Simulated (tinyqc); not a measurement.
Stretching all distances: RHF, UHF, MP2, CISD and CCSD against full CI in the sto-3g basis, for H6, spin multiplicity 1. Computed by the program tinyqc with PySCF. 

Geometry (angstrom):
```
atom       x       y       z
H     0.0000  0.0000  0.0000
H     0.0000  0.0000  0.7750
H     0.0000  0.0000  1.7410
H     0.0000  0.0000  2.5170
H     0.0000  0.0000  3.4820
H     0.0000  0.0000  4.2580
```

All coordinates are multiplied by the scale. c0^2 is the weight of the RHF determinant in the lowest singlet FCI state (UHF is spin-contaminated and may lie near states of higher spin) and n(LUMO) the first natural occupation beyond the occupied space.

Full CI energy (hartree) and errors against it (kcal/mol):
```
scale  distance 1-2 (angstrom)    E(FCI)      RHF     UHF      MP2    CISD   CCSD  <S^2> UHF   c0^2  n(LUMO)
0.970                    0.752  -3.27788   38.817  38.817   12.203   0.808  0.091      0.000  0.963    0.045
1.220                    0.946  -3.29101   56.555  56.555   20.970   2.366  0.179      0.000  0.928    0.078
1.470                    1.139  -3.19465   82.660  80.317   34.589   6.311  0.348      0.388  0.867    0.131
1.720                    1.333  -3.07863  119.478  82.533   54.377  14.951  0.560      1.391  0.773    0.212
1.980                    1.534  -2.97507  169.377  64.190   81.000  31.339  0.630      2.121  0.643    0.323
2.230                    1.728  -2.90356  225.694  42.526  109.121  54.523  0.213      2.538  0.510    0.445
```

UHF parts from RHF first at scale 1.47 of those listed, where <S^2> leaves zero. The weight c0^2 goes from 0.96 to 0.51 and n(LUMO) from 0.04 to 0.45: static correlation grows as the bonds break into open-shell fragments. The spread of the error along the curve, which distorts its shape, is CCSD 0.5, UHF 43.7, CISD 53.7, MP2 96.9, RHF 186.9 kcal/mol. The table stops here: at scale 2.48 and beyond, the reference weight falls under 0.45 or RHF, UHF or CCSD hop between solutions, so those rows were left out and the spreads given cover only the rows shown. As computed, partly on other solutions, the errors there reach in size RHF 343, UHF 25, MP2 152, CISD 112, CCSD 1 kcal/mol.
